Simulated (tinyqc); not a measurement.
Landau-Devonshire theory of a uniaxial ferroelectric: one step, computed by the program tinyqc. Command: `OMP_NUM_THREADS=1 python tinyqc.py 3031345 3031346 out.jsonl ferro walk`. One thread of a shared host (Intel(R) Xeon(R) Processor @ 2.30GHz), about 0.01 s of CPU time with the checks.

G(P) = (alpha/2) P^2 + (beta*/4) P^4 + (gamma/6) P^6 - E P per volume, SI units, one domain, P along the polar axis.

Problem. Spontaneous polarisation, susceptibility, coercive field. Ps^2 = [-beta* + sqrt(beta*^2 - 4 alpha gamma)]/(2 gamma). chi = 1/(eps_0 G''), G'' = alpha + 3 beta* P^2 + 5 gamma P^4 at Ps. Ps, chi and the coercive field are for perfect screening, without a depolarising field. The intrinsic coercive field is |alpha P + beta* P^3 + gamma P^5| at the P_c where G'' = 0. 1 C/m^2 = 100 microcoulomb/cm^2.

Inputs (values chosen for the exercise, for a model ferroelectric): Curie-Weiss temperature T0 = 310 K; gamma = 1.9e+10 J m^9/C^6; temperature T = 298 K.

Sample: free crystal.

alpha = -4596000 J m/C^2

beta* = 6.90e+08 J m^5/C^4

Constants: eps_0 = 8.8541878128e-12 F/m.

Give: spontaneous polarisation Ps; susceptibility chi; well depth G(Ps); P_c; intrinsic coercive field.

Solution.

spontaneous polarisation Ps = 7.583 microcoulomb/cm^2

susceptibility chi = 10809

well depth G(Ps) = -0.006908 MJ/m^3

P_c = 4.507 microcoulomb/cm^2

intrinsic coercive field = 0.1404 MV/m

P_c/Ps = 0.594, near the 1/sqrt(3) = 0.577 of a quartic well. Real switching runs by domain nucleation at far lower fields.
